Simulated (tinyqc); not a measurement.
Oxide trap near a transistor channel: two-state multiphonon kinetics, telegraph noise and bias instability: one step, computed by the program tinyqc. Command: `OMP_NUM_THREADS=1 python tinyqc.py 3031744 3031745 out.jsonl oxidetrap walk`. One thread of a shared host (Intel(R) Xeon(R) Processor @ 2.30GHz), about 0.01 s of CPU time with the checks.

An n-channel device under positive gate bias. The trap is empty (state 1) or holds an electron (state 2); both states are parabolas of equal curvature, and the electron reservoir is taken at the Fermi level of the channel.

Task: Many traps: 1/f noise. McWhorter number fluctuations for traps uniform in depth and energy: S_V = e^2 k_B T N_t lambda/(W L C_ox^2 f), C_ox = eps_ox eps_0/t_ox. The number of traps within k_B T in energy and one decade in time is N_t k_B T lambda ln(10) W L.

Inputs (values chosen for the exercise, with an insulator like SiO2 on silicon):

| quantity | value | unit |
|---|---|---|
| insulator constant eps_ox | 3.83 | - |
| insulator thickness t_ox | 1.8 | nm |
| temperature T | 350 | K |
| channel width W | 69 | nm |
| channel length L | 100 | nm |
| frequency f | 7000 | Hz |
| trap density N_t | 1.3e+17 | cm^-3 eV^-1 |

Parts treated: one trap and an ensemble.

attenuation length lambda = 0.08741838 nm

Constants: eps_0 = 8.8541878128e-12 F/m; e = 1.602176634e-19 C; k_B = 8.617333262e-05 eV/K.

Give: C_ox; 1/f noise S_V(f); active traps per decade.

Result:

C_ox = 1.8840 microF/cm^2

1/f noise S_V(f) = 5.1323e-13 V^2/Hz

active traps per decade = 0.0054457

With less than one active trap per decade a single device shows separate Lorentzians; 1/f is only the average over many devices. Caution: N_t k_B T lambda ln(10) W L, the number of active traps per decade, is below one, so S_V is only the mean over many devices.
